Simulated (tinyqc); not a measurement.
Mean barrier and spread from two temperatures.

Inverse problem. For a Gaussian spread of Schottky barriers the apparent height is phi_ap = phi - sg^2/(2 Vt), Vt = kB T/q. Find sg and phi.

Constants: q = 1.602176634e-19 C, kB = 1.380649e-23 J/K. Results are converted to the units shown.

phi_ap(0) at 120 and 300 K (eV): [1.0347068, 1.0858827]

Answer. phi_ap is linear in 1/(2 Vt) with slope -sg^2 and intercept phi.

sg = 0.04200 eV
phi = 1.120 eV

Program tinyqc, `OMP_NUM_THREADS=1 python tinyqc.py 2640157 2640158 out.jsonl`; Intel Xeon 2.30GHz, shared host, one thread, about 0.01 s.
